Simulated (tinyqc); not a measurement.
Single-oscillator infrared dielectric function of a polar cubic crystal. Inputs raised by 2 %, one at a time. Computed by tinyqc, a small Python program. Command: `OMP_NUM_THREADS=1 python tinyqc.py 3027093 3027094 out.jsonl infrared sens`. One thread of a shared host (Intel(R) Xeon(R) Processor @ 2.30GHz), about 0.01 s of CPU time with the checks.

One ion pair, charges +Z* and -Z*, in a cell of volume Omega = a^3. Frequencies omega are given as wavenumbers (1/cm); eps_s is the static dielectric constant.

Inputs (values chosen for the exercise, for a model crystal):

| quantity | value | unit |
|---|---|---|
| lattice constant a | 4.49 | angstrom |
| mass M_A | 81.6 | u |
| mass M_B | 44.9 | u |
| omega_TO | 527 | 1/cm |
| Born charge Z* | 1.9 | e |
| eps_inf | 11.6 | - |
| eps_m of the surrounding medium | 1 | - |

Structure: caesium chloride. Free carriers: absent.

Constants: nu for 1 eV/(angstrom^2 u) = 15.6333042 THz; 1 THz = 33.35640952 1/cm; e^2/(4 pi eps_0) = 14.39964548 eV angstrom.

Method. mu = M_A M_B/(M_A + M_B); ionic plasma term W^2 = 4 pi Z*^2 (e^2/(4 pi eps_0))/(Omega mu) in eV/(angstrom^2 u), turned into 1/cm by W = 15.6333042 x 33.35640952 x sqrt(W^2); omega_LO^2 = omega_TO^2 + W^2/eps_inf; eps_s = eps_inf + W^2/omega_TO^2; Szigeti charge 3 Z*/(eps_inf + 2); longitudinal (Callen) charge Z*/eps_inf. Without damping, eps(omega) = -x eps_m gives omega^2 = omega_TO^2 (eps_s + x eps_m)/(eps_inf + x eps_m): x = 1 for a flat surface at large wave vector, x = 2 for the dipole mode of a small sphere. The reflectivity R for light from vacuum (not from the medium eps_m) vanishes where eps = 1, omega^2 = omega_TO^2 (eps_s - 1)/(eps_inf - 1).

Runs:

| input moved | from | to | omega_LO (1/cm) | eps_s | Szigeti charge (e) | surface mode (1/cm) |
|---|---|---|---|---|---|---|
| base run | - | - | 532.51 | 11.844 | 0.41912 | 532.08 |
| lattice constant a (angstrom) | 4.49 | 4.5798 | 532.20 | 11.830 | 0.41912 | 531.79 |
| mass M_A (u) | 81.6 | 83.232 | 532.47 | 11.842 | 0.41912 | 532.04 |
| mass M_B (u) | 44.9 | 45.798 | 532.44 | 11.841 | 0.41912 | 532.01 |
| omega_TO (1/cm) | 527 | 537.54 | 542.95 | 11.834 | 0.41912 | 542.52 |
| Born charge Z* (e) | 1.9 | 1.938 | 532.73 | 11.854 | 0.42750 | 532.28 |
| eps_inf | 11.6 | 11.832 | 532.41 | 12.076 | 0.41209 | 531.99 |
| eps_m of the surrounding medium | 1 | 1.02 | 532.51 | 11.844 | 0.41912 | 532.07 |

Exponents ln(y'/y) / ln(x'/x):

| input | omega_LO | eps_s | Szigeti charge | surface mode |
|---|---|---|---|---|
| lattice constant a | -0.030 | -0.060 | 0.000 | -0.028 |
| mass M_A | -0.004 | -0.007 | 0.000 | -0.003 |
| mass M_B | -0.007 | -0.013 | 0.000 | -0.006 |
| omega_TO | 0.980 | -0.040 | 0.000 | 0.981 |
| Born charge Z* | 0.021 | 0.042 | 1.000 | 0.019 |
| eps_inf | -0.010 | 0.980 | -0.854 | -0.009 |
| eps_m of the surrounding medium | 0.000 | 0.000 | 0.000 | -0.001 |

To which inputs is each result most sensitive?

Among the inputs moved here: omega_LO answers most in size to omega_TO (exponent +0.980), next to lattice constant a (-0.030); its exponent is below 0.0005 for eps_m of the surrounding medium. eps_s answers most in size to eps_inf (exponent +0.980), next to lattice constant a (-0.060); its exponent is below 0.0005 for eps_m of the surrounding medium. Szigeti charge answers most in size to Born charge Z* (exponent +1.000), next to eps_inf (-0.854); its exponent is below 0.0005 for lattice constant a, mass M_A, mass M_B, omega_TO, eps_m of the surrounding medium. Its exponent +1.000 in Born charge Z*: it is proportional to Z*. surface mode answers most in size to omega_TO (exponent +0.981), next to lattice constant a (-0.028).
